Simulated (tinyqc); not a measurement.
## One-dimensional ballistic tunnel FET, two-band WKB: transfer curve and swing

A p-type source for x < 0 with its Fermi level at 0 and its valence edge at ds; in the channel the bands fall as D exp(-x/lam) towards their flat values, with the conduction edge at Ec = ds - dP and D = dP + Eg. The gate moves dP one to one. The drain Fermi level lies at -Vd and the drain side reflects nothing. For w = E - Ec between 0 and dP an electron crosses the gap. Two-band dispersion with equal masses m: inside the gap kappa = sqrt(m u (1 - u/Eg)/C), u the distance from a band edge, C = hbar^2/(2 m0).

S(w) = 2 lam int_0^Eg kappa(u) du/(w + Eg - u) = 2 pi lam sqrt(m/(C Eg)) [w + Eg/2 - sqrt(w (w + Eg))], T(w) = exp(-S). I = g (2 q^2/h) int_0^dP T(w) [f(E) - f(E + Vd)] dw, E = ds - dP + w, f(x) = 1/(1 + exp(x/Vt)). Swing = d(dP)/d(log10 I).

Values chosen for this exercise; band and dielectric values close to those of indium phosphide:
```
symbol,value,unit,meaning
T,200,K,temperature
Eg,1.36,eV,band gap
m,0.08,m0,band-edge mass of the two-band model
lam,5,nm,screening length of the source junction
ds,0.13,eV,source valence edge above the source Fermi level
Vd,0.2,V,drain bias
g,2,,number of degenerate subbands (spin apart)
```

Constants: q = 1.602176634e-19 C, kB = 1.380649e-23 J/K, hbar = 1.054571817e-34 J s, h = 6.62607015e-34 J s, m0 = 9.1093837015e-31 kg, Vt = kB T/q, hbar^2/(2 m0) = 0.0380998212 eV nm^2. Results are converted to the units shown.

Transfer curve and swing:

| dP (eV) | T(w = dP) | I (uA) | swing (mV/decade) |
|---|---|---|---|
| 0.0096 | 1.791e-10 | 6.481e-14 | 8.087 |
| 0.015 | 4.491e-10 | 2.409e-13 | 10.92 |
| 0.023 | 1.275e-9 | 1.033e-12 | 14.46 |
| 0.035 | 4.213e-9 | 5.426e-12 | 18.92 |
| 0.055 | 1.857e-8 | 4.434e-11 | 24.95 |
| 0.085 | 9.383e-8 | 5.068e-10 | 31.60 |
| 0.13 | 5.362e-7 | 9.757e-9 | 38.36 |
| 0.2 | 3.554e-6 | 3.724e-7 | 52.34 |
| 0.31 | 2.597e-5 | 1.611e-5 | 86.55 |
| 0.48 | 1.848e-4 | 4.793e-4 | 153.0 |

I rises from 6.48e-14 to 4.79e-4 uA and the swing rises from 8.09 to 153 mV/decade. The thermionic limit is Vt ln 10 = 39.7 mV/decade; the swing stays under it up to dP = 0.13 eV among the rows, where I is 9.76e-9 uA, 0.0020 % of the last row. Leakage below the onset is not in the model.

tinyqc, about 0.01 s, one thread, Intel Xeon 2.30GHz (shared host): `OMP_NUM_THREADS=1 python tinyqc.py 2620071 2620072 out.jsonl`
